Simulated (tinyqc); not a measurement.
Inside a calculation. Method: coupled-perturbed Hartree-Fock on RHF in the sto-3g basis, for Li+, spin multiplicity 1. Computed by tinyqc, a small Python program that keeps every step (integrals from PySCF). Settings: charge = 1, multiplicity = 1, basis = sto-3g, method = RHF, energy threshold = 1e-10, iteration cap = 55, orthogonalisation = canonical, start = Wolfsberg-Helmholz matrix, DIIS depth = 6. Command: `OMP_NUM_THREADS=1 python tinyqc.py 24399 24400 out.jsonl` (the two numbers bound the seeds that draw the settings). One thread of a shared host (Intel(R) Xeon(R) Processor @ 2.60GHz), about 0.08 s of CPU time with the checks. The early iterations of the SCF are left out here.

## One-electron integrals

Geometry (angstrom):
```
atom        x        y        z
Li    0.00000  0.00000  0.00000
```

Basis sto-3g: exponents (1/bohr^2) and contraction coefficients of normalised primitives:
```
element  l (shell)  exponent  coefficient
Li           s (1)  16.11958      0.15433
Li           s (1)   2.93620      0.53533
Li           s (1)   0.79465      0.44463
Li           s (2)   0.63629     -0.09997
Li           s (2)   0.14786      0.39951
Li           s (2)   0.04809      0.70012
Li           p (3)   0.63629      0.15592
Li           p (3)   0.14786      0.60768
Li           p (3)   0.04809      0.39196
```

Overlap, kinetic and nuclear-attraction integrals over the contracted functions; the nuclear repulsion is the sum of Za Zb / Rab.

nuclear repulsion = 0 hartree

overlap S, order 1Li 1s, 1Li 2s, 1Li 2px, 1Li 2py, 1Li 2pz:
```
[[1.00000, 0.24114, 0.00000, 0.00000, 0.00000],
 [0.24114, 1.00000, 0.00000, 0.00000, 0.00000],
 [0.00000, 0.00000, 1.00000, 0.00000, 0.00000],
 [0.00000, 0.00000, 0.00000, 1.00000, 0.00000],
 [0.00000, 0.00000, 0.00000, 0.00000, 1.00000]]
```

kinetic energy T (hartree), order 1Li 1s, 1Li 2s, 1Li 2px, 1Li 2py, 1Li 2pz:
```
[[3.57679, -0.02024, 0.00000, 0.00000, 0.00000],
 [-0.02024, 0.10216, 0.00000, 0.00000, 0.00000],
 [0.00000, 0.00000, 0.31968, 0.00000, 0.00000],
 [0.00000, 0.00000, 0.00000, 0.31968, 0.00000],
 [0.00000, 0.00000, 0.00000, 0.00000, 0.31968]]
```

nuclear attraction V (hartree), order 1Li 1s, 1Li 2s, 1Li 2px, 1Li 2py, 1Li 2pz:
```
[[-7.98288, -0.96434, 0.00000, 0.00000, 0.00000],
 [-0.96434, -1.20692, 0.00000, 0.00000, 0.00000],
 [0.00000, 0.00000, -1.19726, 0.00000, 0.00000],
 [0.00000, 0.00000, 0.00000, -1.19726, 0.00000],
 [0.00000, 0.00000, 0.00000, 0.00000, -1.19726]]
```

core Hamiltonian H = T + V (hartree), order 1Li 1s, 1Li 2s, 1Li 2px, 1Li 2py, 1Li 2pz:
```
[[-4.40609, -0.98458, 0.00000, 0.00000, 0.00000],
 [-0.98458, -1.10476, 0.00000, 0.00000, 0.00000],
 [0.00000, 0.00000, -0.87758, 0.00000, 0.00000],
 [0.00000, 0.00000, 0.00000, -0.87758, 0.00000],
 [0.00000, 0.00000, 0.00000, 0.00000, -0.87758]]
```

## Two-electron integrals

Functions are numbered as in S; the eight-fold symmetry (ij|kl) = (ji|kl) = (kl|ij) leaves the list below.

Two-electron integrals (ij|kl) in chemists' order, unique and non-zero (hartree):
```
(11|11) 1.68040   (21|11) 0.26542   (21|21) 0.04994   (22|11) 0.39773
(22|21) 0.09286   (22|22) 0.29056   (31|31) 0.00898   (32|31) 0.01379
(32|32) 0.06418   (33|11) 0.39664   (33|21) 0.09288   (33|22) 0.29050
(33|33) 0.31295   (41|41) 0.00898   (42|41) 0.01379   (42|42) 0.06418
(43|43) 0.01687   (44|11) 0.39664   (44|21) 0.09288   (44|22) 0.29050
(44|33) 0.27921   (44|44) 0.31295   (51|51) 0.00898   (52|51) 0.01379
(52|52) 0.06418   (53|53) 0.01687   (54|54) 0.01687   (55|11) 0.39664
(55|21) 0.09288   (55|22) 0.29050   (55|33) 0.27921   (55|44) 0.27921
(55|55) 0.31295
```

## Orthogonalisation

S = U s U^T; canonical form X = U s^(-1/2), so that X^T S X = 1. Each column of U has its largest component positive (the first on a tie).

eigenvalues of S: [0.75886, 1.00000, 1.00000, 1.00000, 1.24114]

X, order 1Li 1s, 1Li 2s, 1Li 2px, 1Li 2py, 1Li 2pz:
```
[[0.81171, 0.00000, 0.00000, 0.00000, 0.63471],
 [-0.81171, 0.00000, 0.00000, 0.00000, 0.63471],
 [0.00000, 1.00000, 0.00000, 0.00000, 0.00000],
 [0.00000, 0.00000, 1.00000, 0.00000, 0.00000],
 [0.00000, 0.00000, 0.00000, 1.00000, 0.00000]]
```

Within a degenerate level the vectors are fixed only up to a rotation; this is one choice.

## Iteration 4 (converged): orbitals

converged F (hartree), order 1Li 1s, 1Li 2s, 1Li 2px, 1Li 2py, 1Li 2pz:
```
[[-2.73468, -0.73029, 0.00000, 0.00000, 0.00000],
 [-0.73029, -0.36472, 0.00000, 0.00000, 0.00000],
 [0.00000, 0.00000, -0.09452, 0.00000, 0.00000],
 [0.00000, 0.00000, 0.00000, -0.09452, 0.00000],
 [0.00000, 0.00000, 0.00000, 0.00000, -0.09452]]
```

Diagonalise F' = X^T F X, C = X C', fill 1 alpha and 1 beta electrons from the bottom; D = 2 C_occ C_occ^T. Each column has its largest component positive (the first on a tie).

F' = X^T F X (hartree):
```
[[-1.07978, 0.00000, 0.00000, 0.00000, -1.22101],
 [0.00000, -0.09452, 0.00000, 0.00000, 0.00000],
 [0.00000, 0.00000, -0.09452, 0.00000, 0.00000],
 [0.00000, 0.00000, 0.00000, -0.09452, 0.00000],
 [-1.22101, 0.00000, 0.00000, 0.00000, -1.83702]]
```

orbital energies (hartree): [-2.73677, -0.18004, -0.09452, -0.09452, -0.09452]

coefficients C, order 1Li 1s, 1Li 2s, 1Li 2px, 1Li 2py, 1Li 2pz:
```
[[0.99249, -0.27694, 0.00000, 0.00000, 0.00000],
 [0.02944, 1.02999, 0.00000, 0.00000, 0.00000],
 [0.00000, 0.00000, 0.00000, 0.00000, 1.00000],
 [0.00000, 0.00000, 1.00000, 0.00000, 0.00000],
 [0.00000, 0.00000, 0.00000, 1.00000, 0.00000]]
```

D after iteration 4, order 1Li 1s, 1Li 2s, 1Li 2px, 1Li 2py, 1Li 2pz:
```
[[1.97008, 0.05844, 0.00000, 0.00000, 0.00000],
 [0.05844, 0.00173, 0.00000, 0.00000, 0.00000],
 [0.00000, 0.00000, 0.00000, 0.00000, 0.00000],
 [0.00000, 0.00000, 0.00000, 0.00000, 0.00000],
 [0.00000, 0.00000, 0.00000, 0.00000, 0.00000]]
```

Within a degenerate level the vectors are fixed only up to a rotation; this is one choice.

## Convergence

Stop when the energy changes by less than 1e-10 hartree and every element of the error matrix X^T (F D S - S D F) X is below 3e-06.

Course of the cycle:
```
iteration  E (hartree)     change  largest element of the error matrix
1           -7.1354467          -                             2.02e-03
2           -7.1354476  -8.95e-07                             2.45e-04
3           -7.1354476  -1.33e-08                             1.03e-08
4           -7.1354476   1.78e-15                             4.46e-09
```

PySCF RHF in the same basis = -7.1354476 hartree

Converged in 4 iterations.

## Integrals over molecular orbitals

(pq|rs) = sum C_ip C_jq C_kr C_ls (ij|kl), one index at a time.

one-electron integrals over orbitals h = C^T H C (hartree):
```
[[-4.39868, 0.17909, 0.00000, 0.00000, 0.00000],
 [0.17909, -0.94824, 0.00000, 0.00000, 0.00000],
 [0.00000, 0.00000, -0.87758, 0.00000, 0.00000],
 [0.00000, 0.00000, 0.00000, -0.87758, 0.00000],
 [0.00000, 0.00000, 0.00000, 0.00000, -0.87758]]
```

Two-electron integrals over orbitals (pq|rs), unique and non-zero (hartree):
```
(11|11) 1.66192    (21|11) -0.17909   (21|21) 0.02969    (22|11) 0.39895
(22|21) -0.00946   (22|22) 0.28224    (31|31) 0.00971    (32|31) 0.01346
(32|32) 0.06091    (33|11) 0.39639    (33|21) -0.00602   (33|22) 0.28561
(33|33) 0.31295    (41|41) 0.00971    (42|41) 0.01346    (42|42) 0.06091
(43|43) 0.01687    (44|11) 0.39639    (44|21) -0.00602   (44|22) 0.28561
(44|33) 0.27921    (44|44) 0.31295    (51|51) 0.00971    (52|51) 0.01346
(52|52) 0.06091    (53|53) 0.01687    (54|54) 0.01687    (55|11) 0.39639
(55|21) -0.00602   (55|22) 0.28561    (55|33) 0.27921    (55|44) 0.27921
(55|55) 0.31295
```

## Response to a field: uncoupled start

dipole integrals <a|z|i> (bohr), order a2, a3, a4, a5:
```
[[0.00000],
 [0.00000],
 [0.19922],
 [0.00000]]
```

Field along z; U_ai = -mu_ai / (e_a - e_i), alpha = -4 sum U_ai mu_ai.

uncoupled U, order a2, a3, a4, a5:
```
[[0.00000],
 [0.00000],
 [-0.07540],
 [0.00000]]
```

uncoupled polarisability = 0.06008 bohr^3

## Coupled step 1

U_ai = -(mu_ai + sum_bj [4 (ai|bj) - (ab|ij) - (aj|bi)] U_bj) / (e_a - e_i); alpha = -4 sum U_ai mu_ai.

U after step 1, order a2, a3, a4, a5:
```
[[0.00000],
 [0.00000],
 [-0.08588],
 [0.00000]]
```

polarisability = 0.06844 bohr^3

## Coupled step 2

As before.

U after step 2, order a2, a3, a4, a5:
```
[[0.00000],
 [0.00000],
 [-0.08734],
 [0.00000]]
```

polarisability = 0.06960 bohr^3

## Coupled polarisability

Repeat until U stops changing; compare with -d2E/dF2.

Course of the coupled iterations:
```
step  alpha (bohr^3)
0            0.06008
1            0.06844
2            0.06960
3            0.06976
4            0.06978
5            0.06978
6            0.06978
7            0.06978
8            0.06978
9            0.06978
```

coupled polarisability = 0.06978 bohr^3

finite-field check, fields of +/-0.001 au = 0.06978 bohr^3
